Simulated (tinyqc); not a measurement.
Strained Delta valleys, repopulation and conductivity mass: one step of the calculation.

A cubic crystal with three pairs of conduction valleys along x, y and z under uniaxial stress X along [110] (X > 0 is tension); current along [-110]. Non-degenerate electrons, fixed total density, one relaxation time for all valleys and stresses, masses unchanged by strain, so the mobility goes as the mean inverse mass.

Task. Valley shifts and shares. Valley shift dE = Xu (n.e.n - trace(e)/3) with n the valley axis; share f proportional to exp(-dE/Vt).

Inputs (values chosen for the exercise): temperature T = 400 K; shear deformation potential Xu = 8.85 eV.

Constants: q = 1.602176634e-19 C, kB = 1.380649e-23 J/K, Vt = kB T/q. Results are converted to the units shown.

strain (%):
```
,x,y,z
x,0.16240000,0.18705000,0.00000000
y,0.18705000,0.16240000,0.00000000
z,0.00000000,0.00000000,-0.12296000
```

Find: dE; share f.

Result.

```
valley,dE (meV),share f
x,8.418,0.24506
y,8.418,0.24506
z,-16.836,0.50988
```

The splitting is 25.3 meV, 0.73 Vt.

Range of the model: Shear strain also changes the transverse masses of these valleys, which is left out.

Computed by the program tinyqc: `OMP_NUM_THREADS=1 python tinyqc.py 2530045 2530046 out.jsonl`, one thread of a shared Intel Xeon 2.30GHz, about 0.01 s for the whole run.
